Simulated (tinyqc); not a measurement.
Heisenberg magnet: exchange from energy differences, ordering vector, linear spin waves and ordering temperature. Changing the single-ion anisotropy K. Computed by tinyqc, a small Python program. Command: `OMP_NUM_THREADS=1 python tinyqc.py 3007439 3007440 out.jsonl magnon sweep`. One thread of a shared host (Intel(R) Xeon(R) Processor @ 2.30GHz), about 0.3 s of CPU time with the checks.

H = -sum over pairs <ij> J_ij S_i.S_j - K sum_i (S_i^z)^2, each pair once, J > 0 ferromagnetic. First neighbours: 6 at a (1, 0, 0), second: 12 at a (1, 1, 0), with all permutations and signs.

Inputs (values chosen for the exercise, for a model magnet):
```
quantity,value,unit
exchange J1,-0.563,meV
exchange J2,0.057,meV
spin S,1.5,-
lattice constant a,4.62,angstrom
mesh divisions n,16,-
temperature T,15,K
```

Lattice: simple cubic. Order: Neel (nearest neighbours antiparallel).

Constants: k_B = 8.617333262e-05 eV/K.

Method:
- g_s(q) = sum over shell s of cos(q.R), z1 = g1(0). A(q) = S [-J1 g1(0) + J2 (g2(0) - g2(q))] + (2S - 1) K, B(q) = S J1 g1(q), E(q) = sqrt(A^2 - B^2). The factor 2S - 1 removes the anisotropy for S = 1/2.
- sum R_x^2 over the shells is s1 = 2 a^2 and s2 = 8 a^2. Without K, E = c q with c = S sqrt(z1 |J1| (|J1| s1 + J2 s2)); the gap is E(0) = sqrt(k (k + 2 S z1 |J1|)), k = (2S - 1) K.
- J(q) = J1 g1(q) + J2 g2(q), g_s(q) = sum over shell s of cos(q.R).
- Mesh: q = sum_i (m_i + 1/2)/n b_i, m_i = 0..n-1, b = [[1, 0, 0], [0, 1, 0], [0, 0, 1]] in 2 pi/a; <..> is the mean over the mesh.
- n = 1/(exp(E/(k_B T)) - 1); zero-point loss <A/(2E) - 1/2>, thermal loss <(A/E) n>; moment = S less the losses.

One run for each value:
```
single-ion anisotropy K (meV),gap (meV),thermal loss,zero-point loss
0.0011,0.1493,0.036878,0.056512
0.0023,0.2160,0.036536,0.056356
0.0049,0.3153,0.035826,0.056026
0.0100,0.4506,0.034543,0.055405
0.0210,0.6538,0.032178,0.054167
0.0440,0.9484,0.028410,0.051909
0.0900,1.3625,0.023371,0.048243
0.1900,1.9988,0.016985,0.042317
```

Over the rows, gap (meV) rises from 0.149 to 2.00 (exponent d ln y / d ln x about 0.50 throughout); thermal loss falls from 0.0369 to 0.0170 (exponent d ln y / d ln x -0.013 between the first rows and -0.43 between the last); zero-point loss falls from 0.0565 to 0.0423 (exponent d ln y / d ln x -0.0037 between the first rows and -0.18 between the last). The exponent of gap stays between 0.50 and 0.51, near 0.50: the gap of an antiferromagnet is the root of anisotropy times exchange.

Caution (rows 0.00110, 0.00230, 0.00490, 0.0100): doubling the mesh changes the thermal sum by more than 3 %, so it is not fully converged.

Extremes, crossings and ranges named in words are read from the listed rows.
